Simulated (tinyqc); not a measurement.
Implant damage, amorphisation by cascade overlap, and solid-phase epitaxial regrowth: one step, computed by the program tinyqc. Command: `OMP_NUM_THREADS=1 python tinyqc.py 3112774 3112775 out.jsonl sper walk`. One thread of a shared host (Intel(R) Xeon(R) Processor @ 2.30GHz), about 0.01 s of CPU time with the checks.

Range and width of the damage are inputs. Dynamic annealing enters only through the surviving share f.

Problem. The amorphous layer. Displaced share x(z) = f nu Q exp(-(z - R_d)^2/(2 s_d^2))/(sqrt(2 pi) s_d N); the layer is amorphous where x > x_c, between R_d -/+ s_d sqrt(2 ln(x_max/x_c)), the upper edge being cut at the surface. Threshold dose Q_c = Q x_c/x_max.

Inputs (values chosen for the exercise, modelled on antimony ions in silicon): atomic density N = 49.9 1/nm^3; depth of the damage peak R_d = 32 nm; width of the damage profile s_d = 21 nm; share of defects that survive f = 0.67; critical displaced share x_c = 0.12; dose Q = 1.9e+14 1/cm^2.

displacements per ion nu = 1473.915

Give: peak displaced share x_max; threshold dose Q_c; upper edge; lower edge.

Solution.

peak displaced share x_max = 0.7143

threshold dose Q_c = 3.192e+13 1/cm^2

upper edge = 0 nm

lower edge = 71.67 nm

The layer reaches the surface.
